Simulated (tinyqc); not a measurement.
Polar nitride quantum well with polarisation fields: sweeps and comparisons. A value that a table varies takes the place of the one given here.

Growth along [0001]. e_par = (a_sub - a)/a, Ppz = 2 e_par (e31 - e33 C13/C33), P = Psp + Ppz in each layer; strain relaxation and the strain shift of the gaps are left out, although thick layers with more than about 1 % mismatch would relax.

In a periodic stack without free charge the potential drop over a period vanishes: F_w = (P_b - P_w) Lb/(eps0 (eps_w Lb + eps_b Lw)), F_b = -F_w Lw/Lb, eps0 = 8.8541878e-12 F/m; 1 MV/cm = 1e8 V/m = 0.01 V/angstrom.

Envelope functions on cells of 0.25 angstrom over barrier, well, barrier (widths Lb, Lw, Lb), psi = 0 beyond, psi'/m continuous (mean mass between points), c = hbar^2/2m0. With u(z) the integral of e F (F_w in the well, F_b = -F_w Lw/Lb in the barriers, 1 MV/cm = 0.01 V/angstrom), zero at the centre of the well, the electron sees u plus Vc in the barriers and the hole -u plus Vv. The transition is Eg + E_e + E_h; excitons are left out.

Constants: hbar^2/2m0 = 3.80998211 eV angstrom^2; hc = 1239.841984 eV nm.

Values chosen for the exercise (near those of a GaN well in AlGaN; shifted at random, so the results belong to these values and not to a real crystal): a_w = 3.189 angstrom (lattice constant a, well); a_b = 3.157 angstrom (lattice constant a, barrier); a_sub = 3.157 angstrom (in-plane lattice constant of the stack); Psp_w = -0.0349 C/m^2 (spontaneous polarisation); Psp_b = -0.0508 C/m^2 (spontaneous polarisation); e31_w = -0.339 C/m^2; e31_b = -0.422 C/m^2; e33_w = 0.689 C/m^2; e33_b = 1.023 C/m^2; C_w = 0.273 (C13/C33); C_b = 0.276 (C13/C33); eps_w = 10.3 (dielectric constant); eps_b = 10.3 (dielectric constant); Lb = 40 angstrom (barrier width); Eg = 3.44 eV (gap of the well); Vc = 0.643 eV (conduction offset); Vv = 0.303 eV (valence offset); me = 0.2 m0 (electron, well); meb = 0.249 m0 (electron, barrier); mh = 1.52 m0 (hole, everywhere); Ls = (10, 14, 20, 28, 38, 50) angstrom (well widths); Lw = 24 angstrom (well width).

## Width of the well

Field, levels and overlap anew for each width.

Results:
```
Lw (angstrom),F_w (MV/cm),E (eV),E without field (eV),overlap^2,ln overlap^2
10,-2.323,3.8634,3.8889,0.799,-0.22
14,-2.151,3.7200,3.7650,0.711,-0.34
20,-1.936,3.5711,3.6549,0.487,-0.72
28,-1.708,3.4339,3.5770,0.219,-1.52
38,-1.489,3.3095,3.5273,0.0569,-2.87
50,-1.290,3.1967,3.4965,0.00767,-4.87
```

What does this show, and why?

The red shift grows from 25 to 300 meV. The line drops below Eg between 20 and 28 angstrom, which a square well can never do. Over the last two rows dE/dLw = -9.4 meV per angstrom, against -|e F_w| = -12.9 in the last row; the field itself weakens by 44 % over the table, since a wider well shares the drop with the barrier. The overlap falls by a factor 104.

## Screening the field

F_w = -1.8146 MV/cm

Carriers or a semipolar orientation reduce the field; here it is simply scaled in well and barrier.

Results:
```
share of the field,F_w (MV/cm),E (eV),nm,overlap^2,separation (angstrom)
1.0,-1.815,3.4965,354.6,0.34,11.1
0.8,-1.452,3.5320,351.0,0.44,9.7
0.6,-1.089,3.5627,348.0,0.58,8.1
0.4,-0.726,3.5872,345.6,0.74,6.0
0.2,-0.363,3.6036,344.1,0.89,3.3
0.0,0.000,3.6095,343.5,0.97,0.0
```

How do the results move?

Full screening shifts the line by -11.1 nm (+113 meV). The first fifth of the screening gives 35 meV and the last fifth 6 meV; a purely quadratic shift would give a ratio of 9, a linear one 1, and here it is 6.0.

## What each parameter does

Polarisation, field, levels and overlap anew. Each row changes one parameter from the base and keeps the others.

Results:
```
case,F_w (MV/cm),E (eV),overlap^2,red shift (meV)
base,-1.815,3.4965,0.34,113
Lw = 29 angstrom,-1.683,3.4196,0.19,151
Lb = 25 angstrom,-1.481,3.5311,0.44,78
a_sub = 3.167 angstrom,-1.894,3.4882,0.32,121
Psp_b = -0.0559 C/m^2,-2.164,3.4586,0.26,151
e33_w = 0.758 C/m^2,-1.841,3.4938,0.33,116
eps_w = 11.3,-1.711,3.5071,0.37,102
mh = 1.06 m0,-1.815,3.5135,0.40,105
Vc = 0.547 eV,-1.815,3.4853,0.32,116
```

What does this show?

The largest shifts from the base row, up to three for each result and ties (the steps differ in size, so this ranks the rows, not the parameters). F_w (MV/cm): Psp_b -0.350, Lb +0.333, Lw +0.131; unchanged at the printed digits by mh and Vc. E (eV): Lw -0.0769, Psp_b -0.0379, Lb +0.0346. overlap^2: Lw -0.144, Lb +0.105, Psp_b -0.0785. red shift (meV): Psp_b +38, Lw +38, Lb -35.

(tinyqc, `OMP_NUM_THREADS=1 python tinyqc.py 1280719 1280720 out.jsonl`, Intel(R) Xeon(R) Processor @ 2.30GHz, 1 thread, shared host, about 0.04 s.)
